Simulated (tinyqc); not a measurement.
Rise against time: self-heating of a transistor with one or more fingers, with temperature-dependent conductivity. Computed by tinyqc, a small Python program. Command: `OMP_NUM_THREADS=1 python tinyqc.py 3011818 3011819 out.jsonl selfheat walk`. One thread of a shared host (Intel(R) Xeon(R) Processor @ 2.30GHz), about 0.07 s of CPU time with the checks.

N long parallel fingers lie on the top face of a slab whose bottom is held at T_0; the top is otherwise insulated, and heat flows in two dimensions. P in W/mm is 1000 P in W/m.

Inputs (values chosen for the exercise, modelled on gallium arsenide):

| quantity | value | unit |
|---|---|---|
| conductivity at the base temperature kappa_0 | 45.4 | W/(m K) |
| power per gate width P | 0.33 | W/mm |
| fingers N | 6 | - |
| finger pitch s | 54 | micrometre |
| width of the heat source w | 0.46 | micrometre |
| substrate thickness t | 190 | micrometre |
| heat capacity C | 1.73 | 1e6 J/(m^3 K) |
| pulse length | 0.23 | microsecond |

Power: power rises with temperature.

Method:
- A line source of power P on the top face raises the top at distance x by (P/(pi kappa_0)) g(x), g(x) = -ln tanh(pi x/(4 t)) (the image sum for the slab). On a strip of width w the centre sees the mean of g over the strip, g_0 = 1 + ln(8 t/(pi w)) for w much below t.
- theta_i = (P/(pi kappa_0)) [g_0 + sum over j != i of g(|i - j| s)], with equal powers and constant conductivity; thermal resistance = largest theta/P.
- After switching on, theta(tau) = (P D/kappa_0) int_0^tau X(u) Z(u) du at the hottest finger, D = kappa_0/C; X = sum over fingers at distance x of [erf((x + w/2)/r) - erf((x - w/2)/r)]/(2 w), Z = sum_(j=-200..200) (-1)^j exp(-(2 j t/r)^2)/sqrt(pi D u), r = 2 sqrt(D u); trapezoid rule on 300 points evenly spaced in ln u from u_0 = 1e-3 min(tau, w^2/D) to tau, plus the exact piece 2 sqrt(u_0/(pi D))/w below u_0. Conductivity and power are held at their base values here, and Fourier's law is used even where the diffusion length is near a phonon free path.

diffusivity D = 26.2428 micrometre^2/microsecond

theta of each finger (K): 26.4567  29.4659  30.6955  30.6955  29.4659  26.4567

largest theta = 30.6955 K

Heating curve:

| time (microsecond) | sqrt(D time) (micrometre) | rise (K) | share of the steady rise |
|---|---|---|---|
| 0.0014 | 0.19168 | 2.9597 | 0.09642 |
| 0.014 | 0.60613 | 5.5055 | 0.1794 |
| 0.14 | 1.9168 | 8.1569 | 0.2657 |
| 1.4 | 6.0613 | 10.819 | 0.3525 |
| 14 | 19.168 | 13.599 | 0.443 |
| 69 | 42.553 | 17.147 | 0.5586 |
| 280 | 85.720 | 23.112 | 0.753 |
| 830 | 147.59 | 28.512 | 0.9289 |
| 2100 | 234.75 | 30.532 | 0.9947 |

What follows from these numbers?

Half the steady rise is reached between 14 and 69 microseconds, and the last row holds 99.5 % of it; the slowest time constant is 4 t^2/(pi^2 D) = 558 microseconds. While the diffusion length lies between w and the pitch or thickness, the rise grows as the logarithm of time; once it nears the pitch of 54 micrometre the neighbours add their heat.

Extremes, crossings and ranges named in words are read from the listed rows.
